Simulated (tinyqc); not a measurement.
The C-V curve with and without traps: MOS capacitor with interface traps: C-V stretch-out, conductance peak and subthreshold swing. Computed by tinyqc, a small Python program. Command: `OMP_NUM_THREADS=1 python tinyqc.py 3029647 3029648 out.jsonl mostraps walk`. One thread of a shared host (Intel(R) Xeon(R) Processor @ 2.30GHz), about 0.01 s of CPU time with the checks.

Energies at the interface are counted from the valence band. psi > 0 means bending towards depletion, so the surface potential is -psi. Boltzmann statistics, full ionisation, no quantum confinement. Traps are neutral when filled up to E_n, with a sharp (zero-temperature) occupation.

Inputs (values chosen for the exercise, for a model semiconductor):
```
quantity                           value         unit
gap E_g                             1.04           eV
electron mass m_e                  0.264          m_0
valleys M_c                            6            -
hole mass m_h                       1.05          m_0
dielectric constant eps_s           14.9            -
doping N                         1.3e+17        cm^-3
insulator constant eps_ox           21.1            -
insulator thickness t_ox              51           nm
work-function difference phi_ms     0.44            V
fixed charge N_f                 1.7e+11        cm^-2
trap density D_0                 9.5e+10  cm^-2 eV^-1
neutrality level E_n                0.37           eV
temperature T                        400            K
peak density D_1                 4.6e+11  cm^-2 eV^-1
peak width w                        0.13           eV
peak position E_p                  0.641           eV
```

Substrate: n-type. Trap spectrum: flat plus a Gaussian peak.

Constants: m_0 = 9.1093837015e-31 kg; k_B = 1.380649e-23 J/K; h = 6.62607015e-34 J s; k_B = 8.617333262e-05 eV/K; eps_0 = 8.8541878128e-12 F/m; e = 1.602176634e-19 C.

Method:
- N_c = 2 M_c (2 pi m_e k_B T/h^2)^(3/2) and N_v = 2 (2 pi m_h k_B T/h^2)^(3/2), masses in units of m_0.
- n_i = sqrt(N_c N_v) exp(-E_g/2 k_B T); E_F = E_g - k_B T ln(N_c/N); phi_B = (k_B T/e) ln(N/n_i); L_D = sqrt(eps_s eps_0 k_B T/(e^2 N)); C_ox = eps_ox eps_0/t_ox.
- With u = psi/k_B T and r = (n_i/N)^2: F = sqrt(exp(-u) + u - 1 + r (exp(u) - u - 1)); Q_s = +sign(u) sqrt(2) eps_s eps_0 (k_B T/e) F/L_D; C_s = (eps_s eps_0/(sqrt(2) L_D)) |1 - exp(-u) + r (exp(u) - 1)|/F; at high frequency, below strong inversion, the terms in r are dropped.
- D(E) = D_0 + D_1 exp(-(E - E_p)^2/2 w^2).
- E_F at the interface is E_s = E_F - psi; Q_it = -e int from E_n to E_s of D(E) dE; C_it = e D(E_s) (per volt); V_G = phi_ms - psi - (Q_s + Q_it + e N_f)/C_ox.
- C/C_ox = 1/(1 + C_ox/(C_s + C_it)) at low frequency; without traps C_it = Q_it = 0; the high-frequency column uses C_s(HF) alone.

k_B T = 0.0344693 eV

phi_B = 0.326007 V

n_i = 1.01494e+13 cm^-3

Debye length L_D = 14.7760 nm

bulk E_F = 0.850818 eV

C_ox = 0.366320 microF/cm^2

Along the curve:
```
psi (V)  E_s (eV)   V_G (V)  V_G, no traps (V)  C_LF/C_ox  C_LF/C_ox, no traps  C_HF/C_ox  D (cm^-2 eV^-1)
-0.0862   0.93702   0.88927            0.80212    0.86841              0.86742    0.86742       1.2942e+11
0.0172    0.83362   0.38881            0.30974    0.68622              0.67515    0.67515       2.4848e+11
0.0978    0.75302   0.17176            0.10425    0.57604              0.54094    0.54094       4.1234e+11
0.1900    0.66082  -0.02923           -0.07685    0.51175              0.44682    0.44682       5.4969e+11
0.2830    0.56782  -0.21059           -0.23639    0.46090              0.39086    0.39086       4.8759e+11
0.3750    0.47582  -0.37294           -0.38280    0.40468              0.35421    0.35414       3.0020e+11
0.4670    0.38382  -0.52138           -0.52231    0.35843              0.32828    0.32729       1.6000e+11
0.5600    0.29082  -0.66361           -0.65933    0.34115              0.32015    0.30622       1.0722e+11
0.6520    0.19882  -0.81139           -0.80309    0.45491              0.44209    0.28936       9.6414e+10
```

What follows from these numbers?

The same range of bending takes 1.701 V with traps and 1.605 V without: a stretch-out of 5.9 %. The minimum of C_LF/C_ox among these rows rises from 0.320 to 0.341. Fixed charge shifts both curves rigidly by -0.074 V, while the shift from trap charge changes sign where E_s passes E_n.

Extremes, crossings and ranges named in words are read from the listed rows.
